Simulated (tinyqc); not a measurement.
What moves the zone average: special k points of the fcc lattice.

Lattice vectors in units of a: a1 = (0, 1/2, 1/2), a2 = (1/2, 0, 1/2), a3 = (1/2, 1/2, 0); reciprocal vectors b_i with a_i . b_j = 2 pi delta_ij. Mesh: k = sum_i f_i b_i with f_i = (2 j_i + shift)/(2 N), j_i = 0 .. N-1. The point group of the lattice has 48 operations; only those that map the mesh onto itself are used.

A_m(k) = sum over the m-th star of lattice vectors R of cos(k . R), stars in order of length: m = 1: |R|^2 = 0.5, 12 vectors, such as (1, 0, 0) in the basis a_i; m = 2: |R|^2 = 1, 6 vectors, such as (1, 1, -1) in the basis a_i; m = 3: |R|^2 = 1.5, 24 vectors, such as (2, 0, -1) in the basis a_i; m = 4: |R|^2 = 2, 12 vectors, such as (2, 0, 0) in the basis a_i; m = 5: |R|^2 = 2.5, 24 vectors, such as (2, 1, -1) in the basis a_i; m = 6: |R|^2 = 3, 8 vectors, such as (3, -1, -1) in the basis a_i. The zone mean of every A_m is zero.

Test function, the lower band of a two-band insulator: E(k) = -sqrt(D^2 + (e0 - t A_1(k))^2).

Values chosen for the exercise (the lattice of Si, GaAs, Cu and Al; not measured data):

| symbol | value | unit | meaning |
|---|---|---|---|
| D | 1.32 | eV | half gap term |
| t | 0.42 | eV | coupling |
| e0 | 2.72 | eV | offset |
| N | 3 |  | points along each reciprocal vector |
| shift | 0 |  | half steps |

Mean of E over the mesh, and its error against the unshifted mesh with N = 24.

Results for these values:

| case | mean (eV) | error (meV) | irreducible points |
|---|---|---|---|
| base | -3.2175 | -13.68 | 4 |

What happens to each result for N = 4, all else kept?

Answer: mean rises from -3.2175 to -3.1918; error rises from -13.68 to 12.08; irreducible points rises from 4 to 8.

The same for each parameter in turn:

| case | mean (eV) | error (meV) | irreducible points |
|---|---|---|---|
| base | -3.2175 | -13.68 | 4 |
| N = 4 | -3.1918 | 12.08 | 8 |
| shift = 1 | -3.2103 | -6.40 | 6 |
| D = 0.924 eV | -3.0587 | -22.14 | 4 |
| t = 0.546 eV | -3.3515 | 24.27 | 4 |

Run: tinyqc, `OMP_NUM_THREADS=1 python tinyqc.py 1650303 1650304 out.jsonl`; Intel(R) Xeon(R) Processor @ 2.30GHz, one thread, shared host; about 0.1 s of CPU time with all checks.
